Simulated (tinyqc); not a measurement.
## Implanted layer, carriers, mobility and sheet resistance with incomplete ionisation: effect of the temperature

An n-type layer from the surface x = 0 to the junction xj, N(x) = N0 exp(-(x - Rp)^2/(2 sg^2)). Local neutrality (no depletion at surface or junction, no spilling of carriers), intrinsic carriers neglected, Boltzmann statistics.

NB is given at 300 K and scales as (T/300 K)^1.5. xj = Rp + sg sqrt(2 ln(N0/Nb)). Active dopant A = min(N, Ns); n solves n (n + Nb)/(A - Nb - n) = K, K = (NB/gd) exp(-E/Vt), E = max(Ei - ks A^(1/3), 0), so n = 2 K (A - Nb)/[Nb + K + sqrt((Nb + K)^2 + 4 K (A - Nb))]; mobility mu = m1 + (m2 (T/300 K)^(-bt) - m1)/(1 + ((A + Nb)/Nr)^am). Dose = integral of N, carrier sheet density = integral of n, 1/Rs = q integral of n mu, mean mobility 1/(q Rs sheet density), Hall mobility (unit Hall factor) = integral of n mu^2 over integral of n mu, Hall sheet density = (integral of n mu)^2/integral of n mu^2; all from 0 to xj. Integrals on 4000 steps.

Inputs (values chosen for the exercise); values close to those of arsenic in silicon over a p-type background:
- Nb = 1.1e14 cm^-3 (background doping of the opposite type)
- N0 = 1.7e17 cm^-3 (peak chemical concentration)
- m1 = 52.3 cm^2/(V s) (mobility limit at high doping)
- m2 = 1440 cm^2/(V s) (mobility limit at low doping, at 300 K)
- Nr = 9.72e16 cm^-3 (reference doping of the mobility law)
- am = 0.697 (exponent of the mobility law)
- bt = 2.4 (temperature exponent of m2)
- Ns = 2.05e20 cm^-3 (solubility limit of active dopant)
- NB = 2.73e19 cm^-3 (conduction-band density of states at the reference temperature)
- Ei = 0.0532 eV (ionisation energy in the dilute limit)
- gd = 2 (degeneracy factor of the level)
- ks = 0 eV cm (lowering of Ei per N^(1/3))
- sg = 71 nm (straggle after annealing)
- Rp = 40 nm (projected range)

Constants: q = 1.602176634e-19 C, kB = 1.380649e-23 J/K, Vt = kB T/q. Results are converted to the units shown.

The same in every row: xj (nm) = 312.1; dose (cm^-2) = 2.158e12.

Result of one run:
```
carriers (cm^-2)	Rs (ohm/square)	mean mobility (cm^2/(V s))	Rs xj (ohm nm)	Hall/true sheet density
1.671e12	2052	1820	6.404e5	0.9587
```

Which temperature T gave this result: 200, 250, 300 or 400 K?

T = 200 K.

The whole series:
```
T (K)	carriers (cm^-2)	Rs (ohm/square)	mean mobility (cm^2/(V s))	Rs xj (ohm nm)	Hall/true sheet density
150	1.175e12	1448	3666	4.520e5	0.9518
200	1.671e12	2052	1820	6.404e5	0.9587
250	1.906e12	3063	1069	9.559e5	0.9624
300	2.014e12	4442	697.8	1.386e6	0.9652
350	2.066e12	6164	490.0	1.924e6	0.9679
400	2.095e12	8206	363.1	2.561e6	0.9706
```

As T goes from 150 to 400, xj stays at 312 nm, Rs rises from 1450 to 8210 ohm/square, the mean mobility falls from 3670 to 363 cm^2/(V s) and the share of the dose that conducts rises from 54.5 to 97.1 %.

Program tinyqc, `OMP_NUM_THREADS=1 python tinyqc.py 2110110 2110111 out.jsonl`; Intel Xeon 2.30GHz, shared host, one thread, about 0.01 s.
